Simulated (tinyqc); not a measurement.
## Well width for a wanted wavelength

Problem. The layer is x parts of the first compound and 1 - x of the second, grown coherently on the second as substrate and barrier. Rows of the table: lattice constant a, average valence level Ea on an absolute scale, spin-orbit splitting so, gaps at Gamma, X and L, hydrostatic deformation potentials av and ac (Gamma), shear potential b, elastic constants, electron and heavy-hole (along z) masses. All are interpolated linearly in x; gaps get -C x (1 - x), taken wholly in the conduction band; real line-ups can differ from this model by 0.1 eV or more. In-plane strain e = (a_substrate - a)/a, e_z = -2 (c12/c11) e, volume change 2 e + e_z. With v = 2 e + e_z and d = 2 b (e_z - e): Eav = Ea + av v; E_hh = Eav + so/3 - d/2; E_lh = Eav - so/6 + d/4 + sqrt(so^2 + so d + 9 d^2/4)/2; E_c = Ea + so/3 + EG + ac v (Gamma). Substrate: E_v = Ea + so/3, E_c = E_v + EG. Well depths: dEc = E_c(substrate) - E_c, dEhh = E_hh - E_v(substrate), dElh likewise; strained Gamma gap E_c - max(E_hh, E_lh); positive values confine carriers in the layer. Lowest level of a finite well of width Lw and depth V: kw Lw/2 = arctan(sqrt((mw/mb)(V - E)/E)), kw = sqrt(mw E/C), C = hbar^2/(2 m0), for electrons (dEc) and heavy holes (dEhh), mb from the substrate; transition E_c - E_hh + both levels, without exciton binding; wavelength h c/E. Find Lw and the two levels.

Parameters, values chosen for the exercise: fraction of the first compound in the layer x = 0.15; bowing of the Gamma gap CG = 0.477 eV; bowing of the X gap CX = 1.4 eV; bowing of the L gap CL = 0.33 eV.

Constants: q = 1.602176634e-19 C, hbar = 1.054571817e-34 J s, h = 6.62607015e-34 J s, m0 = 9.1093837015e-31 kg, c = 299792458 m/s, hbar^2/(2 m0) = 0.0380998212 eV nm^2. Results are converted to the units shown.

Binary compounds, values chosen for the exercise:
```
              close to InAs  close to GaAs
a (angstrom)          6.058          5.653
Ea (eV)               -6.67          -6.92
so (eV)               0.375          0.343
EG (eV)               0.357           1.44
EX (eV)                1.36           1.89
EL (eV)                1.08            1.7
av (eV)                1.01           1.17
ac (eV)               -5.13          -7.07
b (eV)                -1.83          -1.69
c11 (GPa)              83.7            118
c12 (GPa)              45.9           53.4
me (m0)              0.0231         0.0677
mh (m0)               0.329          0.351
```

wavelength = 957.15236 nm

Solution. Both levels fall steadily as the well widens, so the wavelength rises steadily and one width matches.

Lw = 12.90 nm
electron level = 18.77 meV
heavy-hole level = 4.430 meV

tinyqc, about 0.01 s, one thread, Intel Xeon 2.30GHz (shared host): `OMP_NUM_THREADS=1 python tinyqc.py 2690081 2690082 out.jsonl`
